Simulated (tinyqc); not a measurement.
# Worked calculation: internal photoemission over an interface barrier

Program tinyqc, `OMP_NUM_THREADS=1 python tinyqc.py 2410122 2410123 out.jsonl`; Intel Xeon 2.30GHz, shared host, one thread, about 0.01 s. Printed values are rounded.

Electrons are excited from the valence band of a semiconductor over the barrier Phi(F) = P0 - sqrt(q F/(4 pi eps0 ei)), whose top lies at xm = sqrt(q/(16 pi eps0 ei F)). The yield is Y = A (hv - Phi)^p exp(-xm/l), with A = 1 here.

Values chosen for this exercise; dielectric values close to those of aluminium oxide:
```
symbol,value,unit,meaning
P0,4.09,eV,barrier at zero field
ei,3.17,,image-force permittivity
l,3.7,nm,scattering length in the image well
F,2.7,MV/cm,field in the dielectric
```

Constants: q = 1.602176634e-19 C, h = 6.62607015e-34 J s, c = 299792458 m/s, eps0 = 8.8541878128e-14 F/cm where lengths are in cm. Results are converted to the units shown.

## Barrier in the field

Lowering P0 - Phi, barrier, position of its top, scattering factor and threshold wavelength.

lowering = 350.2097 meV
Phi = 3.739790 eV
xm = 0.6485365 nm
exp(-xm/l) = 0.8392219
threshold wavelength h c/(q Phi) = 331.5271 nm

## Threshold from a spectrum

```
point  hv (eV)         Y
0         3.89  0.002875
1         4.02   0.01869
2         4.15   0.05812
3         4.28    0.1311
4         4.41    0.2567
5         4.54    0.4334
```

The yields were made at this field with a scatter of 2 %. Fit Y^(1/n) on hv by least squares for n = 2 and n = 3; the zero of the line is the threshold.

```
point     Y^(1/2)    Y^(1/3)
0      0.05361903  0.1421933
1       0.1367114  0.2653810
2       0.2410809  0.3873544
3       0.3620773  0.5080045
4       0.5066557  0.6355386
5       0.6583312  0.7567684
```

threshold for n = 2 = 3.865907 eV
threshold for n = 3 = 3.740118 eV

The right exponent, 3, gives 3.740 eV against Phi = 3.740 eV; the wrong one is off by 126 meV.
